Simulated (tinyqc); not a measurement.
Phase-change memory cell, resistance drift and retention: effect of the operating temperature.

The amorphous state follows Ra = R0 (t/t0)^nu exp[(q Ec/kB)(1/T - 1/(300 K))], with nu taken as independent of T. An intermediate level follows the logarithmic mixing rule ln R = (1 - fa) ln Rc + fa ln Ra with constant Rc. The time to lose the data by crystallisation is tr = tx exp[(q Ex/kB)(1/T - 1/Tx)]; 1 year = 3.15576e7 s. These are empirical laws.

T10 is the temperature at which tr is ten years.

Values chosen for this exercise; values of the order found in chalcogenide phase-change cells:
- R0 = 5.1 Mohm (resistance of the amorphous state at t0 and 300 K)
- t0 = 0.001 s (reference time)
- nu = 0.128 (drift exponent)
- Ec = 0.25 eV (activation energy of conduction)
- Ex = 2.9 eV (activation energy of crystallisation)
- Tx = 448 K (temperature of a bake)
- tx = 33 s (time to crystallise in that bake)
- t = 86400 s (time of the read)
- Rc = 21 kohm (resistance of the crystalline state)

Constants: q = 1.602176634e-19 C, kB = 1.380649e-23 J/K. Results are converted to the units shown.

The same in every row: T10 (K) = 369.04.

Effect of the operating temperature:

| T (K) | Ra (Mohm) | Ra/Rc | tr (years) |
|---|---|---|---|
| 298 | 56.446 | 2687.9 | 2.7585e10 |
| 313 | 35.401 | 1685.7 | 1.2311e8 |
| 328 | 23.170 | 1103.3 | 9.0128e5 |
| 343 | 15.738 | 749.41 | 10144 |
| 358 | 11.041 | 525.78 | 166.29 |
| 373 | 7.9707 | 379.56 | 3.7941 |
| 388 | 5.9008 | 280.99 | 0.11596 |
| 403 | 4.4673 | 212.73 | 0.0045945 |
| 418 | 3.4502 | 164.30 | 2.2952e-4 |

Read the table: what changes, and by how much?

As T goes from 298 to 418 K, Ra falls from 56.4 to 3.45 Mohm, tr falls from 2.76e10 to 2.30e-4 years and T10 stays at 369 K. Retention changes by 14 decades and the read window by 1.2, in the ratio Ex/Ec. For T = 298 to 343 K tr is an extrapolation over many decades from the bake and only says that crystallisation is no limit. At T = 418 K the read comes after tr, so the amorphous state would already be lost.

Computed by the program tinyqc: `OMP_NUM_THREADS=1 python tinyqc.py 2880068 2880069 out.jsonl`, one thread of a shared Intel Xeon 2.30GHz, about 0.01 s for the whole run.
